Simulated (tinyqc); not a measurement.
Oxide trap near a transistor channel: two-state multiphonon kinetics, telegraph noise and bias instability: one step, computed by the program tinyqc.

An n-channel device under positive gate bias. The trap is empty (state 1) or holds an electron (state 2); both states are parabolas of equal curvature, and the electron reservoir is taken at the Fermi level of the channel.

Question. Many traps: shift under stress. For a normal spread of capture barriers (given for the stress field, with depth and field not resolved, k_0 being taken as the effective rate of the ensemble), traps with barrier below k_B T ln(k_0 t) are filled: dV(t) = (dV_max/2) erfc((mu_c - k_B T ln(k_0 t))/(sqrt(2) s_c)); local exponent n = d ln dV/d ln t (central difference, factor 1.01 in t).

Inputs (values chosen for the exercise, with an insulator like HfO2 on silicon):
```
quantity                           value  unit
attempt rate k_0 at the interface  6e+12   1/s
temperature T                        250     K
stress time t_s                     0.05     s
mean capture barrier mu_c            1.3    eV
spread of the barriers s_c          0.29    eV
saturation shift dV_max              110    mV
```

Parts treated: one trap and an ensemble.

Constants: k_B = 8.617333262e-05 eV/K.

Give: filling front k_B T ln(k_0 t_s); shift after t_s; local time exponent n.

Answer.

filling front k_B T ln(k_0 t_s) = 0.56933 eV

shift after t_s = 0.64625 mV

local time exponent n = 0.21102
